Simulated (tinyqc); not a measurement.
Worked calculation: sp3 tight binding, zinc-blende lattice. One step of it, computed by the program tinyqc.

Question. Levels at G. Diagonalise the Hermitian matrix.

H(k) at G (eV), order a s, a px, a py, a pz, c s, c px, c py, c pz:
```
[[-13.350000, 0.000000, 0.000000, 0.000000, -7.805300, 0.000000, 0.000000, 0.000000],
 [0.000000, -5.730000, 0.000000, 0.000000, 0.000000, 3.246833, 0.000000, 0.000000],
 [0.000000, 0.000000, -5.730000, 0.000000, 0.000000, 0.000000, 3.246833, 0.000000],
 [0.000000, 0.000000, 0.000000, -5.730000, 0.000000, 0.000000, 0.000000, 3.246833],
 [-7.805300, 0.000000, 0.000000, 0.000000, -13.350000, 0.000000, 0.000000, 0.000000],
 [0.000000, 3.246833, 0.000000, 0.000000, 0.000000, -5.730000, 0.000000, 0.000000],
 [0.000000, 0.000000, 3.246833, 0.000000, 0.000000, 0.000000, -5.730000, 0.000000],
 [0.000000, 0.000000, 0.000000, 3.246833, 0.000000, 0.000000, 0.000000, -5.730000]]
```

Give: eigenvalues.

Answer.

eigenvalues (eV): [-21.155, -8.977, -8.977, -8.977, -5.545, -2.483, -2.483, -2.483]
